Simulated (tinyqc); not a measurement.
# Projection against the Weibull slope

Defects are spread at random, so -ln(1 - F) is proportional to the area: t63(A2) = t63 (A1/A2)^(1/beta), and the time to the share Fp is t63(A2) (-ln(1 - Fp))^(1/beta).

Parameters, values chosen for the exercise: area of a test capacitor A1 = 450 um^2; gate area of the product A2 = 1e5 um^2; allowed share of failed products Fp = 1e-6; characteristic time of a test capacitor t63 = 93 s.

Projection against the Weibull slope:
```
beta	t63 of the product (s)	time to Fp (s)	decades lost to area	decades lost to the percentile
0.6	0.01141	1.141e-12	3.911	10.00
1.15	0.8468	5.133e-6	2.041	5.217
1.7	3.873	0.001144	1.380	3.529
2.25	8.423	0.01815	1.043	2.667
2.8	13.50	0.09716	0.8381	2.143
3.35	18.53	0.2999	0.7005	1.791
3.9	23.27	0.6734	0.6017	1.538
4.45	27.61	1.238	0.5274	1.348
5	31.56	1.991	0.4694	1.200
```

Both losses go as 1/beta: together 13.9 decades at beta = 0.6 and 1.67 at 5. For small Fp only the ratio Fp/A2 counts, so ten times the area costs as much as a tenth of Fp.

Numbers from tinyqc (`OMP_NUM_THREADS=1 python tinyqc.py 2070140 2070141 out.jsonl`; about 0.01 s on one thread of a shared Intel Xeon 2.30GHz).
